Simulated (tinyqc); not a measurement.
Minority-electron transport through the base of a bipolar transistor (Moll-Ross and Kroemer integrals): one step, computed by the program tinyqc.

Low injection, one dimension, x from the emitter edge (0) to the collector edge (W), s = x/W. Recombination is treated as a small correction (valid for tau_B well below tau_n), computed from the stored charge.

Question. Gain and speed. Emitter-limited gain beta_E = G_E/G_B; recombination-limited gain beta_R = tau_n/tau_B; 1/beta = 1/beta_E + 1/beta_R; f_T from the base alone = 1/(2 pi tau_B).

Inputs (values chosen for the exercise, modelled on GaAs):
```
quantity                     value      unit
saturation velocity v_s          1  1e7 cm/s
electron lifetime tau_n        170        ns
emitter Gummel number G_E  4.2e+13    s/cm^4
temperature T                  300         K
```

Base doping profile: uniform. Gap grading: none. Exit of the base: infinite sink.

base Gummel number G_B = 1.703101e+12 s/cm^4

base transit time tau_B = 0.4412581 ps

Give: beta_E; beta_R; current gain beta; f_T from the base alone.

Answer.

beta_E = 24.66

beta_R = 3.853e+05

current gain beta = 24.66

f_T from the base alone = 360.7 GHz

The gain is limited mainly by hole injection into the emitter (100 % of the base current). Caution: the mean velocity exceeds v_s, so drift-diffusion with a low-field mobility overstates the speed.
